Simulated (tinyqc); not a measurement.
Changing the recess depth d: stress in a transistor channel from embedded alloy regions, liners and fins, by half-space elasticity. Computed by tinyqc, a small Python program. Command: `OMP_NUM_THREADS=1 python tinyqc.py 3024264 3024265 out.jsonl stressor sweep`. One thread of a shared host (Intel(R) Xeon(R) Processor @ 2.30GHz), about 0.06 s of CPU time with the checks.

Plane strain in an isotropic half-space, the same constants everywhere; x along the channel from its centre, y downwards from the free surface; stress is positive in tension.

Inputs (values chosen for the exercise, modelled on silicon): alloy fraction x = 0.014; lattice change per unit x, beta = -0.461; Young's modulus E = 172 GPa; Poisson ratio nu = 0.23; channel length L = 96 nm; length of each stressor S = 95 nm; depth of the field point y = 5.3 nm; longitudinal piezoresistance coefficient = -30.3 1e-11/Pa; vertical piezoresistance coefficient = 51 1e-11/Pa.

Stressor: Si(1-x)C(x) source and drain.

Method:
- Misfit e = beta x. A fully constrained inclusion holds the stress -p with p = E e/(1 - 2 nu); a blanket film would hold -E e/(1 - nu) in the plane.
- A line element dA of misfit at (a, c) in the half-space gives, with C = E e/(2 pi (1 - nu)), X = x - a, r1^2 = X^2 + (y - c)^2, r2^2 = X^2 + Y^2, Y = y + c: s_xx = -C dA {[X^2 - (y - c)^2]/r1^4 + 3 [X^2 - Y^2]/r2^4 + 4 y Y (Y^2 - 3 X^2)/r2^6}, s_yy = C dA {[X^2 - (y - c)^2]/r1^4 - [X^2 - Y^2]/r2^4 + 4 y Y (Y^2 - 3 X^2)/r2^6}. These are integrated over two rectangles, L/2 < |a| < L/2 + S, 0 < c < d (closed form in a, 200 Gauss-Legendre points in c).
- At x = y = 0 the integral is s_xx = -(4/pi) [E e/(1 - nu)] [arctan(2 d/L) - arctan(d/(L/2 + S))].
- d mu/mu = -(pi_L s_xx + pi_z s_yy) for the embedded regions alone; the stress across the width is left out.

One run for each value:
```
recess depth d (nm)  s_xx (MPa)  s_xx at the surface (MPa)  s_yy (MPa)  mobility change (%)
5.0                      120.07                     126.37      2.0906                3.531
8.3                      195.60                     207.87      3.2912                5.759
14.0                     316.77                     341.79      4.8672                9.350
23.0                     479.42                     527.49      5.9554               14.223
39.0                     677.82                     763.73      5.0094               20.282
65.0                     809.06                     932.65      2.0470               24.410
110.0                    780.07                     924.49     -0.2741               23.650
180.0                    608.22                     753.96     -0.8887               18.474
300.0                    384.83                     525.26     -0.8740               11.705
```

Describe and explain the trends.

Over the rows, s_xx (MPa) goes from 120 through a maximum among these rows, 809 at 65.0, to 385; s_xx at the surface (MPa) goes from 126 through a maximum among these rows, 933 at 65.0, to 525; s_yy (MPa) lies between -0.889 and 5.96 without a single trend. At the surface the maximum lies at d = sqrt((L/2)(L/2 + S)) = 83 nm: an element deeper than its horizontal distance has the opposite effect on the surface, by the sign of X^2 - c^2.

Caution (rows 39.0, 65.0, 110, 180): beyond a few hundred MPa bulk piezoresistance coefficients no longer describe an inversion layer well.

Extremes, crossings and ranges named in words are read from the listed rows.
